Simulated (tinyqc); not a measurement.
Finite square well with mass mismatch (envelope functions): one step. Mass in the plane and density of states. Four cases, with inputs chosen for the exercise.

Task: To first order in the in-plane energy, 1/m_par = (1 - Pb)/mw + Pb/mb for each subband. Each adds a step D = m_par/(2 pi c) to the density of states per area (spin included, one valley); 1/angstrom^2 = 1e16/cm^2.

Constants: hbar^2/2m0 = 3.80998211 eV angstrom^2.

Case 1.

Values chosen (out of a larger set: near those of the light valleys of a Si film in HfO2; not measured data): mw = 0.19 m0 (mass in the well); mb = 0.173 m0 (mass in the barrier).

Levels:
```
n  parity    E (eV)  k (1/angstrom)  kappa (1/angstrom)        Pb
1    even  0.266117       0.1151997           0.2356428  0.050392
2     odd  0.983775       0.2214946           0.1514621  0.257569
```

Case 2.

Values chosen (out of a larger set: near those of an InGaAs well in InAlAs; not measured data): mw = 0.0412 m0 (mass in the well); mb = 0.0732 m0 (mass in the barrier).

Levels:
```
n  parity    E (eV)  k (1/angstrom)  kappa (1/angstrom)        Pb
1    even  0.080187       0.0294470           0.0902362  0.052582
2     odd  0.319948       0.0588203           0.0594653  0.228845
```

Case 3.

Values chosen (out of a larger set: near those of a non-polar GaN well in AlN; not measured data): mw = 0.199 m0 (mass in the well); mb = 0.329 m0 (mass in the barrier).

Levels:
```
n  parity    E (eV)  k (1/angstrom)  kappa (1/angstrom)        Pb
1    even  0.045863       0.0489436           0.3984056  0.003099
2     odd  0.183587       0.0979233           0.3831896  0.012330
3    even  0.413333       0.1469315           0.3563639  0.027769
4     odd  0.734454       0.1958607           0.3150647  0.050662
5    even  1.143352       0.2443740           0.2528963  0.086931
6     odd  1.624260       0.2912681           0.1497634  0.173644
```

Case 4.

Values chosen (out of a larger set: near those of a strained Si well in SiGe; not measured data): mw = 0.904 m0 (mass in the well); mb = 0.901 m0 (mass in the barrier).

Levels:
```
n  parity    E (eV)  k (1/angstrom)  kappa (1/angstrom)        Pb
1    even  0.011213       0.0515800           0.1968071  0.010618
2     odd  0.044320       0.1025475           0.1757943  0.046098
3    even  0.097190       0.1518562           0.1356500  0.124405
4     odd  0.161598       0.1958128           0.0562967  0.379082
```

Give: Subbands.

Result:

Case 1.

Subbands:
```
n  m_par (m0)  D (1e13/(eV cm^2))
1      0.1891               7.898
2      0.1853               7.741
```

The mass is taken as isotropic here; the valleys of Si are not, and in the plane they have sqrt(ml mt), about 0.42 m0, so their real steps are about twice as large.

Case 2.

Subbands:
```
n  m_par (m0)  D (1e13/(eV cm^2))
1      0.0422               1.762
2      0.0458               1.912
```

Case 3.

Subbands:
```
n  m_par (m0)  D (1e13/(eV cm^2))
1      0.1992               8.323
2      0.2000               8.354
3      0.2012               8.405
4      0.2031               8.483
5      0.2061               8.609
6      0.2137               8.925
```

Case 4.

Subbands:
```
n  m_par (m0)  D (1e13/(eV cm^2))
1      0.9040              37.762
2      0.9039              37.757
3      0.9036              37.747
4      0.9029              37.715
```

The mass is taken as isotropic here; the valleys of Si are not, and in the plane they have mt, about 0.19 m0, so their real steps are about five times smaller.

Computed by tinyqc, one run a case: `OMP_NUM_THREADS=1 python tinyqc.py N N+1 out.jsonl` with N = 1250027, 1250590, 1250644, 1250680; one thread of a shared Intel(R) Xeon(R) Processor @ 2.30GHz, about 0.01 s a run at most.
